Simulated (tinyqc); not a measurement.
Punch-through p+-n junction, ionisation integral and breakdown: multiplication against voltage.

A p+ layer at x < 0 and an n drift layer from x = 0 to L on an n+ substrate. Depletion approximation, built-in voltage neglected. Local ionisation coefficients alpha_n = an exp(-(bn/E)^mx), alpha_p = ap exp(-(bp/E)^mx). Electrons move towards +x, holes towards x = 0.

W = sqrt(2 eps0 eps_r V/(q N)), peak field E0 = q N W/(eps0 eps_r), falling linearly to 0 at W; if W > L the layer is punched through: W = L, E0 = V/L + q N L/(2 eps0 eps_r), falling linearly to E1 = V/L - q N L/(2 eps0 eps_r). G(x) = integral from 0 to x of (alpha_n - alpha_p); I_n = integral of alpha_n exp(-G) (electrons injected at x = 0), I_p = integral of alpha_p exp(G(end) - G) (holes injected at the far edge); M = 1/(1 - I). Integrals on a fine grid; BV is where I_n = 1. Here BV = 4.62187 V; the Miller exponent is n = ln(1 - 1/M)/ln(V/BV).

Inputs (values chosen for the exercise); material values close to those of germanium:
- eps_r = 16 (relative permittivity)
- an = 1.56e7 1/cm (prefactor of the electron ionisation coefficient)
- bn = 1.63e6 V/cm (field constant for electrons)
- ap = 9.41e6 1/cm (prefactor of the hole ionisation coefficient)
- bp = 1.2e6 V/cm (field constant for holes)
- mx = 1 (exponent)
- N = 5.1e16 cm^-3 (donor density of the drift layer)
- L = 0.18 um (thickness of the drift layer)

Constants: q = 1.602176634e-19 C, eps0 = 8.8541878128e-14 F/cm where lengths are in cm. Results are converted to the units shown.

Multiplication against voltage:
```
V (V)	E0 (kV/cm)	I_n	I_p	M_n	M_p	Miller n, electrons	Miller n, holes
1.85	155	8.99e-4	0.0112	1.00	1.01	7.66	4.91
2.31	180	0.00538	0.0438	1.01	1.05	7.53	4.51
2.77	206	0.0217	0.122	1.02	1.14	7.48	4.10
3.24	232	0.0698	0.271	1.08	1.37	7.49	3.67
3.7	257	0.186	0.485	1.23	1.94	7.56	3.26
3.97	272	0.314	0.632	1.46	2.71	7.63	3.02
4.25	288	0.524	0.791	2.10	4.78	7.71	2.80
4.44	299	0.732	0.899	3.73	9.90	7.77	2.65
4.55	305	0.885	0.960	8.68	25.3	7.81	2.57
```

Read the table: what changes, and by how much?

M_n rises from 1.001 to 8.68 and M_p from 1.011 to 25.3; both diverge at BV. The Miller exponent for electrons goes from 7.66 through a minimum of 7.48 (at V = 2.77 among the rows listed) to 7.81 and that for holes falls from 4.91 to 2.57. The larger multiplication belongs to holes, whose coefficient at the peak field of the last row is 2.47 times the other.

Numbers from tinyqc (`OMP_NUM_THREADS=1 python tinyqc.py 2120125 2120126 out.jsonl`; about 0.04 s on one thread of a shared Intel Xeon 2.30GHz).
